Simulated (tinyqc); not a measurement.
Raising U: Hubbard chain of 6 sites, mean field against exact. Computed by the program tinyqc. Collinear unrestricted mean field (the lowest of 40 random starts) against exact diagonalisation.

one-body matrix (hopping and site energies) (eV):
```
,1,2,3,4,5,6
1,0.0200,-1.3800,0.0000,0.0000,0.0000,0.0000
2,-1.3800,-0.3700,-1.3800,0.0000,0.0000,0.0000
3,0.0000,-1.3800,0.5300,-1.3800,0.0000,0.0000
4,0.0000,0.0000,-1.3800,0.4300,-1.3800,0.0000
5,0.0000,0.0000,0.0000,-1.3800,-0.5800,-1.3800
6,0.0000,0.0000,0.0000,0.0000,-1.3800,-0.4200
```

electrons, up and down: 3  2

Exact and mean-field results (eV):
```
U,U/t,E exact,E mean field,mean |n_up - n_down|,"double occupancy, exact",first gap in the sector
0.6900,0.5000,-8.918239,-8.886776,0.1754,0.1542,1.1360
1.3800,1.0000,-8.316656,-8.192038,0.1944,0.1366,1.1182
2.7600,2.0000,-7.321769,-6.864667,0.2954,0.1046,1.0062
4.1400,3.0000,-6.566722,-5.763578,0.4790,0.0789,0.8722
5.5200,4.0000,-5.997935,-5.011124,0.6156,0.0595,0.7526
11.0400,8.0000,-4.762830,-3.717706,0.7963,0.0227,0.4559
16.5600,12.0000,-4.232143,-3.369289,0.8172,0.0112,0.3184
27.6000,20.0000,-3.769883,-3.169612,0.8298,0.0043,0.1962
```

Estimate the missing row, U = 8.28.

Computed row:
```
U          U/t    E exact  E mean field  mean |n_up - n_down|  double occupancy, exact  first gap in the sector
8.2800  6.0000  -5.233476     -4.163068                0.7313                   0.0354                   0.5736
```

In absolute terms mean field is worst at U/t = 6.0, 1.070 eV too high: at small U it is nearly exact, and at large U it still misses the motion of the hole through a fluctuating spin background. Relative to the exact energy its error is 0.4 % at the smallest U, 22 % at most and 16 % at the largest. The double occupancy falls from 0.154 to 0.004.
